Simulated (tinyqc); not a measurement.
Inside a calculation. Model: minority-electron transport through the base of a bipolar transistor (Moll-Ross and Kroemer integrals). Computed by tinyqc, a small Python program that keeps every step. Command: `OMP_NUM_THREADS=1 python tinyqc.py 3018392 3018393 out.jsonl base walk`. One thread of a shared host (Intel(R) Xeon(R) Processor @ 2.30GHz), about 0.01 s of CPU time with the checks. Intermediate numbers are printed to about 7 digits and carried at full precision; extremes and crossings named in words are read from the listed rows.

Low injection, one dimension, x from the emitter edge (0) to the collector edge (W), s = x/W. Recombination is treated as a small correction (valid for tau_B well below tau_n), computed from the stored charge.

Inputs (values chosen for the exercise, modelled on InP): intrinsic density n_i at the emitter edge = 1.2e+07 1/cm^3; base doping at the emitter edge N_0 = 2.5e+19 1/cm^3; base width W = 33 nm; mu_min = 570 cm^2/(V s); mu_max = 4390 cm^2/(V s); N_ref = 8.6e+16 1/cm^3; saturation velocity v_s = 0.85 1e7 cm/s; electron lifetime tau_n = 200 ns; emitter Gummel number G_E = 1.1e+14 s/cm^4; base-emitter voltage V_BE = 0.83 V; temperature T = 300 K; doping ratio N_0/N(W) = 5.4.

Base doping profile: exponential. Gap grading: none. Exit of the base: infinite sink.

Constants: k_B = 8.617333262e-05 eV/K; e = 1.602176634e-19 C.

## Profile and built-in field

N(x) = N_0 (ratio)^(-s); n_i(x) = n_i; D(x) = (k_B T/e) mu, mu = mu_min + (mu_max - mu_min)/(1 + (N/N_ref)^0.7). Field that drives electrons towards the collector, averaged over the base: (k_B T/e) ln[N_0 n_i(W)^2/(N(W) n_i^2)]/W.

Across the base:
```
s      N (1/cm^3)  n_i(x)^2/n_i^2  D (cm^2/s)    y (s/cm^5)
0.0  2.500000e+19               1    16.56388  1.509308e+18
0.2  1.784273e+19               1    17.03937  1.047147e+18
0.4  1.273452e+19               1    17.63484  7.221227e+17
0.6  9.088742e+18               1    18.37840  4.945338e+17
0.8  6.486718e+18               1    19.30359  3.360369e+17
1.0  4.629630e+18               1    20.44963  2.263919e+17
```

drift factor eta (potential drop in k_B T/e) = 1.686399

mean built-in field = 13.21115 kV/cm

## Collector current and transit time

With y(x) = N n_i^2/(D n_i(x)^2): base Gummel number G_B = int_0^W y dx; J_C = e n_i^2 exp(e V_BE/k_B T)/G_B; n(x) = (J_C/e)(n_i(x)^2/(N n_i^2)) [int_x^W y dx]; transit time tau_B = (e/J_C) int n dx; trapezoid rule on 401 even points.

base Gummel number G_B = 2.263580e+12 s/cm^4

collector current density J_C = 8.946709e-04 A/cm^2

base transit time tau_B = 0.1797574 ps

share of the exit term in G_B = 0 %

mean velocity W/tau_B = 1.835808 1e7 cm/s

Plain diffusion with the D of the emitter edge would take W^2/(2D) = 0.329 ps, 1.83 times the result. Caution: the mean velocity exceeds v_s, so drift-diffusion with a low-field mobility overstates the speed.

## Gain and speed

Emitter-limited gain beta_E = G_E/G_B; recombination-limited gain beta_R = tau_n/tau_B; 1/beta = 1/beta_E + 1/beta_R; f_T from the base alone = 1/(2 pi tau_B).

beta_E = 48.59559

beta_R = 1112611

current gain beta = 48.59346

f_T from the base alone = 885.3877 GHz

The gain is limited mainly by hole injection into the emitter (100 % of the base current).

## What grading buys

N(x) = N_0 (ratio)^(-s); n_i(x)^2 = n_i^2 exp(s dE_g/k_B T); D(x) = (k_B T/e) mu, mu = mu_min + (mu_max - mu_min)/(1 + (N/N_ref)^0.7).

The same base with other gradings:
```
dE_g (meV)  dE_g/k_B T  G_B (s/cm^4)  J_C gain  tau_B (ps)  speed gain
0              0.00000  2.263580e+12  1.000000   0.1797574    1.000000
25             0.96704  1.661641e+12  1.362256   0.1441900    1.246670
50             1.93409  1.287376e+12  1.758290   0.1193223    1.506486
75             2.90113  1.040915e+12  2.174605   0.1012614    1.775181
100            3.86817  8.699153e+11  2.602070   0.0876961    2.049775
150            5.80226  6.520618e+11  3.471420   0.0688880    2.609414
200            7.73635  5.206987e+11  4.347197   0.0565895    3.176513
300           11.60452  3.709268e+11  6.102498   0.0416093    4.320126
```

At 100 meV J_C rises by a factor 2.60 and the transit is 2.05 times faster; at 300 meV the factors are 6.10 and 4.32. For a uniform base without exit term both tend to be linear in dE_g/k_B T, J_C as x/(1 - exp(-x)) and the speed as x/2. From 0 meV on the mean velocity W/tau_B exceeds v_s, so those speed gains are overstated.

Checks made by the program: Gummel integral against a 60-point Gauss rule (relative difference 1e-07).
